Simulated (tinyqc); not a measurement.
Random telegraph noise from one oxide trap in a small MOSFET: one step of the calculation.

An acceptor-like trap exchanges electrons with the channel. Inversion charge Q = Cox u, u = n Vt W0(exp((Vg - VT)/(n Vt))), W0 the Lambert function, n = nf, Cox = eps0 eox/tox; linear regime Id = (W/L) mu Q Vd. Relative to threshold the surface potential rises by Vt ln(u/u0) and the oxide voltage by the rest of Vg - VT, with u0 = n Vt W0(1).

Problem. Lorentzian spectrum. Spectrum S(f) = 4 dI^2/{(tc + te)[(1/tc + 1/te)^2 + (2 pi f)^2]}; corner fc = (1/tc + 1/te)/(2 pi); variance dI^2 tc te/(tc + te)^2. Give S at f = 0, at fc and at 10 fc.

tc = 9.6961961e-4 s
te = 0.0024875791 s
dI = 30.625263 nA

Find: fc; S(0); S(fc); S(10 fc); rms current.

Solution.

fc = 228.1 Hz
S(0) = 5.282e-19 A^2/Hz
S(fc) = 2.641e-19 A^2/Hz
S(10 fc) = 5.230e-21 A^2/Hz
rms current = 13.76 nA

The rms value is 0.449 of the step; it reaches its largest share, 1/2, when tc = te.

Range of the model: VT is taken as given; short-channel effects and the uneven flow of current among few electrons are left out.

tinyqc, about 0.01 s, one thread, Intel Xeon 2.30GHz (shared host): `OMP_NUM_THREADS=1 python tinyqc.py 2710027 2710028 out.jsonl`
